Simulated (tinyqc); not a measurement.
Heat flow across a film from the phonon Boltzmann equation in the relaxation-time approximation: one step, computed by the program tinyqc. Command: `OMP_NUM_THREADS=1 python tinyqc.py 3026875 3026876 out.jsonl slabbte walk`. One thread of a shared host (Intel(R) Xeon(R) Processor @ 2.30GHz), about 0.01 s of CPU time with the checks.

Two black walls, hot at x = 0 and cold at x = L, emit phonons isotropically. For one free path Lambda, with tau = x/Lambda, tau_L = L/Lambda and phi = (T - T_cold)/Delta T, energy balance gives phi(tau) = (1/2) [E2(tau) + int_0^tau_L phi(s) E1(|tau - s|) ds]; E_n are the exponential integrals. The flux over the ballistic flux C v Delta T/4 is psi = 1 - 2 int_0^tau_L phi(s) E2(s) ds, and kappa_eff/kappa = (3/4) tau_L psi. kappa = C v Lambda/3 is an input, so at fixed kappa a longer free path means a smaller C v.

Problem. The small linear system for Lambda_1. Cut the film into n equal cells with constant phi, collocated at the centres c_i: the kernel integrates to A_ij = |E2(|c_i - e_j|) - E2(|c_i - e_(j+1)|)|/2 for cell edges e_j, and A_ii = 1 - E2(half a cell); solve (1 - A) phi = E2(c)/2; psi = 1 - 2 sum_j phi_j [E3(e_j) - E3(e_(j+1))].

Inputs (values chosen for the exercise, modelled on silicon): film thickness L = 510 nm; free path Lambda_1 = 140 nm; cells n in the small system = 4.

Give: optical thickness tau_L; 1 - A; right-hand side E2(c)/2; flux weights E3(e_j) - E3(e_(j+1)).

Solution.

optical thickness tau_L = 3.643

1 - A:
```
         1        2        3        4
1   0.3529  -0.1325  -0.0308  -0.0089
2  -0.1325   0.3529  -0.1325  -0.0308
3  -0.0308  -0.1325   0.3529  -0.1325
4  -0.0089  -0.0308  -0.1325   0.3529
```

right-hand side E2(c)/2: 0.1764  0.04397  0.01314  0.004232

flux weights E3(e_j) - E3(e_(j+1)): 0.3761  0.08619  0.02538  0.008124
